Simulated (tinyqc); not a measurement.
# Changing the time step dt

Model: finite-difference solution of the diffusion equation on a small grid. Computed by tinyqc, a small Python program. Command: `OMP_NUM_THREADS=1 python tinyqc.py 3016817 3016818 out.jsonl fdiff sweep`. One thread of a shared host (Intel(R) Xeon(R) Processor @ 2.30GHz), about 0.01 s of CPU time with the checks.

dC/dt = D d2C/dx2 on nodes x_j = j dx, j = 0..11; the far end is sealed.

Inputs (values chosen for the exercise): diffusivity D = 45 nm^2/s; grid spacing dx = 25 nm; final time t_f = 192 s.

Boundary at x = 0: sealed surface. Scheme: Crank-Nicolson.

start values C_j, j = 0, 1, ... (% of a reference): [0.375, 10.8, 65.8, 100, 74.7, 31.6, 6.93, 0, 0, 0, 0, 0]

Method:
- The operator M acts as (M C)_j = C_(j-1) - 2 C_j + C_(j+1); at the sealed far end a mirror node gives 2 C_(N-2) - 2 C_(N-1); at j = 0, a mirror node gives 2 C_1 - 2 C_0.
- r = D dt/dx^2.
- With r = D dt/dx^2: (1 - theta r M) C(new) = (1 + (1 - theta) r M) C(old); theta = 0 explicit, 1 implicit, 1/2 Crank-Nicolson.
- The run takes n = round(t_f/dt) steps of length t_f/n.
- The dose is the trapezoidal sum of C dx; the error is the largest difference from exp(M D t/dx^2) C(0), the exact time evolution on the same grid.

One run for each value:
```
time step dt (s)  largest error at t_f (%)  mesh ratio r  final C_6 (%)  final dose (% nm)
0.75                             3.058e-05         0.054          25.10               7250
1.50                             1.223e-04         0.108          25.10               7250
3.00                             4.895e-04         0.216          25.10               7250
6.00                             1.960e-03         0.432          25.10               7250
12.00                            7.874e-03         0.864          25.10               7250
24.00                            3.165e-02         1.728          25.09               7250
48.00                            1.747e+00         3.456          25.25               7250
96.00                            1.545e+01         6.912          18.73               7250
```

Describe and explain the trends.

Over the rows, largest error at t_f (%) rises from 3.06e-5 to 15.4 (exponent d ln y / d ln x 2.0 between the first rows and 3.1 between the last). At the low end the exponent of largest error at t_f is 2.00, close to 2: second order in the step.

Extremes, crossings and ranges named in words are read from the listed rows.
